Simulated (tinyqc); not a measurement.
Correlation length: interface roughness in a thin film (subband fluctuation and scattering).

Square well of width t, barriers V0, c = hbar^2/2m0: E1 solves k t + 2 atan[(k/mz)/(kappa/mb)] = pi, k = sqrt(mz E/c), kappa = sqrt(mb (V0 - E)/c). One interface is rough, so the subband edge fluctuates by G dt with G = |dE1/dt| (central difference of 0.01 angstrom; 2 E1/t for hard walls).

Gaussian roughness spectrum S(q) = pi D^2 Lc^2 exp(-q^2 Lc^2/4). Degenerate gas, taken to fill one subband (the second starts to fill once c kF^2/md exceeds E2 - E1, which is not tested here): kF = sqrt(2 pi Ns/gv), q = 2 kF sin(theta/2), 1/tau = (md/(2 pi c hbar)) G^2 times the integral from 0 to pi of S(q)(1 - cos theta)/eps(q)^2 dtheta, eps(q) = 1 + qs/q with screening (qs = gv md q0/(c eps), q0 = e^2/(4 pi eps0), form factors left out, which overstates the screening; other scattering is left out too, so these values lie far above measured mobilities in all but the thinnest films) or 1 without; mobility = tau c2/md with c2 = e/m0 = 1.75882e15 cm^2/(V s^2); 1e12/cm^2 = 1e-4/angstrom^2.

Constants: hbar^2/2m0 = 3.80998211 eV angstrom^2; hbar = 6.58211957e-16 eV s; e^2/(4 pi eps0) = 14.39964547 eV angstrom.

Inputs chosen for the exercise (near those of a thin InGaAs channel; not measured data):
```
symbol  value                       unit         meaning
t       50                          angstrom     film thickness
mz      0.046                       m0           confinement mass
V0      2.03                        eV           barrier
mb      0.25                        m0           barrier mass
md      0.044                       m0           mass in the plane
gv      1                                        valleys
D       2.6                         angstrom     rms height of the roughness
Ns      1.5                         x 1e12/cm^2  sheet density
eps     11.5                                     mean dielectric constant at the channel
Ll      (4, 8, 14, 22, 35, 55, 90)  angstrom     correlation lengths
```

Fixed D; bare and screened mobility.

Results:
```
Lc (angstrom)  kF Lc  bare mobility (cm^2/(V s))  screened mobility (cm^2/(V s))
4               0.12                    9.99e+05                        1.66e+06
8               0.25                    2.58e+05                        4.29e+05
14              0.43                    9.26e+04                        1.54e+05
22              0.68                    4.57e+04                        7.68e+04
35              1.07                    2.93e+04                        5.06e+04
55              1.69                    3.26e+04                        6.15e+04
90              2.76                    6.39e+04                        1.62e+05
```

What can be read from this table?

The bare mobility is lowest at Lc = 35 angstrom of those listed (kF Lc = 1.07). The screened mobility is lowest at Lc = 35 angstrom of those listed (kF Lc = 1.07). Short roughness averages out (mobility as 1/Lc^2; the first two rows give exponent -1.95), and long roughness deflects only by small angles (bare mobility rising as Lc; the last two rows give 1.36).

Run: tinyqc, `OMP_NUM_THREADS=1 python tinyqc.py 1282668 1282669 out.jsonl`; Intel(R) Xeon(R) Processor @ 2.30GHz, one thread, shared host; about 0.01 s of CPU time with all checks.
